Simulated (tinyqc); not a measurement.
Sensitivity of the reflectance: thin-film optics by transfer matrices.

Indices N = n + i k. Snell: N0 sin(theta) = N_j sin(theta_j), with Im(N_j cos theta_j) >= 0. Admittance y_j = N_j cos theta_j for s and N_j/cos theta_j for p. Phase delta_j = 2 pi N_j cos theta_j d_j/lambda. Layer matrix [[cos delta, -i sin delta/y], [-i y sin delta, cos delta]], multiplied from the top down to M. (B, C) = M (1, y_sub); r = (y0 B - C)/(y0 B + C), R = |r|^2, T = 4 Re y0 Re y_sub/|y0 B + C|^2, absorbed in the films 1 - R - T.

Parameters, chosen for this exercise (indices near those of polySi, SiO2 on Si; shifted at random, so the results belong to these values and not to a real crystal): lam = 193 nm (vacuum wavelength); n0 = 1 (ambient index); n = (0.982, 1.562, 0.887) (n of polySi, SiO2, substrate); k = (2.116, 0, 2.714) (k in the same order); d = (86.7, 203) nm (thicknesses, top first); theta = 60 degrees (angle of incidence).

R for both polarisations.

One parameter was then changed.

Results before and after:
```
case        R_s     R_p     T_s
base     0.7419  0.3685  0.0000
changed  0.7383  0.3621  0.0000
```

Which of these changes was made? (a) lam = 198 nm; (b) theta = 65 degrees; (c) n = (1.002, 1.562, 0.887); (d) d = (91.7, 203) nm; (e) k = (2.116, 0, 2.995).

Answer: (c) n = (1.002, 1.562, 0.887). Of the candidates, run in turn, only this one gives the changed row.

All candidates:
```
case                          R_s     R_p     T_s
base                       0.7419  0.3685  0.0000
d = (91.7, 203) nm         0.7419  0.3685  0.0000
n = (1.002, 1.562, 0.887)  0.7383  0.3621  0.0000
k = (2.116, 0, 2.995)      0.7419  0.3685  0.0000
lam = 198 nm               0.7419  0.3685  0.0000
theta = 65 degrees         0.7779  0.3634  0.0000
```

The top film passes only exp(-4 pi k d/lam) = 6e-06 of the light one way at normal incidence, and less at an angle, so R hardly sees what lies below.

Computed by tinyqc, a small Python program: `OMP_NUM_THREADS=1 python tinyqc.py 1682494 1682495 out.jsonl` (the numbers bound the seed that draws the inputs); one thread of a shared host (Intel(R) Xeon(R) Processor @ 2.30GHz), about 0.01 s for the whole set of steps.
